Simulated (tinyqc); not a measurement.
What each parameter does: Gamma, L and X subbands of a thin body with non-parabolic valleys.

Hard walls, flat band, c = hbar^2/2m0, energies from the bulk Gamma edge. For a valley at angle theta to the normal 1/m_z = cos^2/ml + sin^2/mt and m_d = sqrt(ml mt^2/m_z). Subband n starts at E_v + e with e (1 + a e) = c (n pi/t)^2/m_z, and its density-of-states mass is taken as m_d (1 + 2 a e), without further growth at higher in-plane energy. Groups are named by valley and degeneracy.

n_i = g m/(2 pi c) kB T ln(1 + exp((EF - E_i)/kB T)), sum n_i = Ns (1e12/cm^2 = 1e-4/angstrom^2), c = hbar^2/2m0. Quantum capacitance Cq = 1602.176634 sum g m/(2 pi c) f_i in microfarad/cm^2 with f_i = 1/(1 + exp((E_i - EF)/kB T)); Cox = 34.5313/eot (one gate); C/Cox = Cq/(Cq + Cox), the centroid term left out.

Constants: hbar^2/2m0 = 3.80998211 eV angstrom^2; kB = 8.617333262e-05 eV/K.

Inputs chosen for the exercise (near those of a thin InAs channel; not measured data): face = 100 (surface); mG = 0.0262 m0 (Gamma mass); aG = 2.25 1/eV (Gamma non-parabolicity); EL = 0.696 eV (L edge above Gamma); mL = (0.66, 0.048) m0 (L valleys (four, along <111>): ml, mt); EX = 1.002 eV (X edge above Gamma); mX = (1.119, 0.156) m0 (X valleys (three, along <100>): ml, mt); aS = 0.6 1/eV (non-parabolicity of L and X); Ns = 5.1 x 1e12/cm^2 (sheet density); T = 300 K (temperature); eot = 9 angstrom (equivalent oxide thickness); t = 60 angstrom (body thickness).

n = 1 to 8 of all groups.

One parameter was then changed.

Results before and after:
```
case     lowest edge (eV)  EF (eV)  Gamma share (%)  C/Cox
base                0.254    0.471            100.0  0.495
changed             0.278    0.527            100.0  0.461
```

Which of these changes was made? (a) t = 54 angstrom; (b) mG = 0.0301 m0; (c) T = 250 K; (d) Ns = 7.65 x 1e12/cm^2; (e) aG = 1.57 1/eV; (f) eot = 7 angstrom; (g) EL = 0.746 eV.

Answer: (e) aG = 1.57 1/eV. Of the candidates, run in turn, only this one gives the changed row.

All candidates:
```
case                   lowest edge (eV)  EF (eV)  Gamma share (%)  C/Cox
base                              0.254    0.471            100.0  0.495
t = 54 angstrom                   0.296    0.496            100.0  0.516
mG = 0.0301 m0                    0.229    0.429            100.0  0.517
aG = 1.57 1/eV                    0.278    0.527            100.0  0.461
EL = 0.746 eV                     0.254    0.471            100.0  0.495
Ns = 7.65 x 1e12/cm^2             0.254    0.577            100.0  0.521
eot = 7 angstrom                  0.254    0.471            100.0  0.433
T = 250 K                         0.254    0.471            100.0  0.495
```

tinyqc: `OMP_NUM_THREADS=1 python tinyqc.py 1251916 1251917 out.jsonl`; about 0.04 s, one thread, shared Intel(R) Xeon(R) Processor @ 2.30GHz.
